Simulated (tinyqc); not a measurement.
Lateral field, substrate current, probability of reaching the oxide barrier and hot-carrier lifetime of a silicon transistor (pseudo-two-dimensional and lucky-electron models): one step, computed by the program tinyqc. Command: `OMP_NUM_THREADS=1 python tinyqc.py 3018240 3018241 out.jsonl hotcar walk`. One thread of a shared host (Intel(R) Xeon(R) Processor @ 2.30GHz), about 0.01 s of CPU time with the checks.

Local-field models: a lucky carrier gains its energy at the peak field over a path free of collisions. Voltages are magnitudes.

Question. Hot-carrier currents and lifetime. C_ox = 3.9 eps_0/t; F_sat = 2 v_s/mu; V_Dsat = V_ov F_sat L/(V_ov + F_sat L), V_ov = V_G - V_T; I_D/W = C_ox v_s (V_ov - V_Dsat). Scale length l = 0.22 t^(1/3) x_j^(1/2) (all in cm); F_m = sqrt(((V_D - V_Dsat)/l_e)^2 + F_sat^2), with l_e = l + L_n; length of the velocity-saturated region l_e ln((V_D - V_Dsat)/(l_e F_sat) + F_m/F_sat). Substrate current I_sub/I_D = (A_i/B_i)(V_D - V_Dsat) exp(-B_i/F_m); probability of reaching the oxide barrier exp(-phi_b/(e lambda F_m)); lifetime tau = (H/(I_D/W)) exp(phi_it/(e lambda F_m)).

Inputs (values chosen for the exercise, modelled on a silicon n-channel):

| quantity | value | unit |
|---|---|---|
| channel length L | 1600 | nm |
| oxide thickness t | 34 | nm |
| junction depth x_j | 390 | nm |
| mobility mu | 360 | cm^2/(V s) |
| saturation velocity v_s | 0.88 | 1e7 cm/s |
| threshold voltage V_T | 0.55 | V |
| gate voltage V_G | 7.1 | V |
| drain voltage V_D | 17 | V |
| ionisation prefactor A_i | 2.2e+06 | 1/cm |
| ionisation field B_i | 1.73 | MV/cm |
| hot-carrier mean free path lambda | 7.8 | nm |
| oxide barrier phi_b | 3.1 | eV |
| interface-trap threshold phi_it | 3.7 | eV |
| lifetime constant H | 10 | s microampere/micrometre |
| length of the depleted extension L_n | 230 | nm |

Drain: lightly doped extension.

Constants: eps_0 = 8.8541878128e-12 F/m.

Give: I_sub/I_D; substrate current I_sub/W; probability of reaching phi_b; lifetime tau; exponent m = phi_it/(e lambda B_i).

Answer.

I_sub/I_D = 0.066269

substrate current I_sub/W = 17.680 microampere/micrometre

probability of reaching phi_b = 2.8871e-06

lifetime tau = 1.5330e+05 s

exponent m = phi_it/(e lambda B_i) = 2.7420

Since both exponentials depend on 1/F_m, tau I_D scales about as (I_sub/I_D)^(-m) with m = 2.74, which lets I_sub serve as the monitor. The lifetime is 4.86e-4 times ten years (3.156e8 s).
